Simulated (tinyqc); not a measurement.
p-type polysilicon, carrier trapping at grain boundaries: one step of the calculation.

One-dimensional grains of size Lg, uniform ionised doping N, monovalent traps Qt at each boundary at a depth Et below (for electrons) or above (for holes) the band edge there, abrupt depletion of width W on each side of a boundary, Boltzmann statistics. xi is the distance from the band edge at the grain centre to the Fermi level. Trapped charge Qt/(1 + exp((xi + VB - Et)/Vt)) = 2 N W, barrier VB = q N W^2/(2 eps0 eps_r).

Question. New W. Partly depleted grain, xi = Vt ln(NB/N): f = 1/(1 + exp((xi + VB - Et)/Vt)), g = Qt f - 2 N W, g' = -2 Qt f (1 - f) VB/(W Vt) - 2 N, W(new) = W - g/g'.

Inputs (values chosen for the exercise); values of the order met in polycrystalline silicon:
```
symbol    value   unit                                                              meaning
T           300      K                                                          temperature
eps_r      11.7                                                       relative permittivity
NB      2.65e19  cm^-3                                  valence-band density of states at T
Qt       2.2e12  cm^-2                                     trap density of a grain boundary
Et          0.4     eV  depth of the trap level from the majority band edge at the boundary
N        2.2e17  cm^-3                                                               doping
```

Constants: q = 1.602176634e-19 C, kB = 1.380649e-23 J/K, Vt = kB T/q, eps0 = 8.8541878128e-14 F/cm where lengths are in cm. Results are converted to the units shown.

W after iteration 1 = 38.263150 nm

Find: VB; f; g; g'; W after iteration 2.

Answer.

VB = 0.2491 V
f = 0.7402
g = -5.524e10 cm^-2
g' = -2.571e11 cm^-2/nm
W after iteration 2 = 38.05 nm

Computed by the program tinyqc: `OMP_NUM_THREADS=1 python tinyqc.py 2830281 2830282 out.jsonl`, one thread of a shared Intel Xeon 2.30GHz, about 0.01 s for the whole run.
